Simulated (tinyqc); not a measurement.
Internal loss and injection efficiency from two cavity lengths.

Problem. The differential efficiency of both facets obeys 1/eta_d = (1/eta)[1 + 2 ai Lc/ln(1/(R1 R2))]. Find eta and ai.

Values chosen for this exercise:
```
symbol,value,unit,meaning
R1,0.32,,front reflectance
R2,0.3,,back reflectance
```

differential efficiency at Lc = 1000 and 2500 um: 0.77731827  0.63782255

Solution. 1/eta_d is linear in Lc: the intercept is 1/eta, and slope over intercept is 2 ai/ln(1/(R1 R2)).

eta = 0.910
ai = 2.00 1/cm

tinyqc, about 0.01 s, one thread, Intel Xeon 2.30GHz (shared host): `OMP_NUM_THREADS=1 python tinyqc.py 2840008 2840009 out.jsonl`
